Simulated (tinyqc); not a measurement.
Hubbard chain of 2 sites, step by step. Computed by tinyqc, a small Python program that keeps every step. Settings: hopping = 1.56, U = 9.1, mixing = 1, iteration cap = 61. Command: `OMP_NUM_THREADS=1 python tinyqc.py 31486 31487 out.jsonl` (the two numbers bound the seeds that draw the settings). One thread of a shared host (Intel(R) Xeon(R) Processor @ 2.60GHz), about 0.1 s of CPU time with the checks. Later iterations appear only in the table of the cycle.

## Mean-field iteration 1

one-body matrix (hopping and site energies) (eV):
```
           1          2
1   0.100000  -1.560000
2  -1.560000  -0.440000
```

U = 9.100000 eV

electrons, up and down: 1  1

mixing = 1

n(up) at the start (a guess, not normalised): 1 0.800000, 2 0.200000

n(down) at the start (a guess): 1 0.200000, 2 0.800000

H(up) = T + U n(down), H(down) = T + U n(up); fill the lowest levels; n(new) = n + mixing (n(out) - n); E = tr T (rho up + rho down) + U sum n_up n_down of the output.

levels, up (eV): 1.467063  7.292937

levels, down (eV): 0.998639  7.761361

energy = -0.765830 eV

n(up) after iteration 1: 1 0.922254, 2 0.077746

n(down) after iteration 1: 1 0.056392, 2 0.943608

## Mean-field iteration 2

As before.

levels, up (eV): 0.302911  8.457089

levels, down (eV): -0.018451  8.778451

energy = -0.873656 eV

n(up) after iteration 2: 1 0.961952, 2 0.038048

n(down) after iteration 2: 1 0.032504, 2 0.967496

## Mean-field iteration 3

As before.

levels, up (eV): 0.101269  8.658731

levels, down (eV): -0.357946  9.117946

energy = -0.876503 eV

n(up) after iteration 3: 1 0.965583, 2 0.034417

n(down) after iteration 3: 1 0.027880, 2 0.972120

## Convergence

Each step fills the lowest levels of T + U n(other spin) and sets n(new) = n + mixing (n(out) - n); stop when output and input agree to 1e-8.

Course of the cycle:

| iteration | E (eV) | largest \|n(out) - n(in)\| | mean \|n_up - n_down\| |
|---|---|---|---|
| 1 | -0.76583006 | 1.44e-01 | 0.865863 |
| 2 | -0.87365571 | 3.97e-02 | 0.929447 |
| 3 | -0.87650250 | 4.62e-03 | 0.937704 |
| 4 | -0.87654657 | 6.45e-04 | 0.938723 |
| 5 | -0.87654719 | 6.57e-05 | 0.938840 |
| 6 | -0.87654720 | 9.02e-06 | 0.938854 |
| 7 | -0.87654720 | 9.17e-07 | 0.938856 |
| 8 | -0.87654720 | 1.26e-07 | 0.938856 |
| 9 | -0.87654720 | 1.28e-08 | 0.938856 |
| 10 | -0.87654720 | 1.75e-09 | 0.938856 |

local moments n_up - n_down: 1 0.938856, 2 -0.938856

Converged in 10 iterations. Before convergence this energy mixes input and output and is not variational, so it may rise towards its limit.

## The many-body Hamiltonian

Basis: all placements (u, d, 2, 0 on each site), up operators ordered before down ones; hops carry the sign of the same-spin electrons passed.

H (eV):
```
           20         ud         du         02
20   9.300000  -1.560000  -1.560000   0.000000
ud  -1.560000  -0.340000   0.000000  -1.560000
du  -1.560000   0.000000  -0.340000  -1.560000
02   0.000000  -1.560000  -1.560000   8.220000
```

## Exact diagonalisation (4 states)

Lowest levels of the sector, and the double occupancy of the lowest state.

lowest levels (eV): -1.309509  -0.340000  8.538701  9.950807

double occupancy per site = 0.044144

The mean-field solution above lies 0.4330 eV above the exact energy.
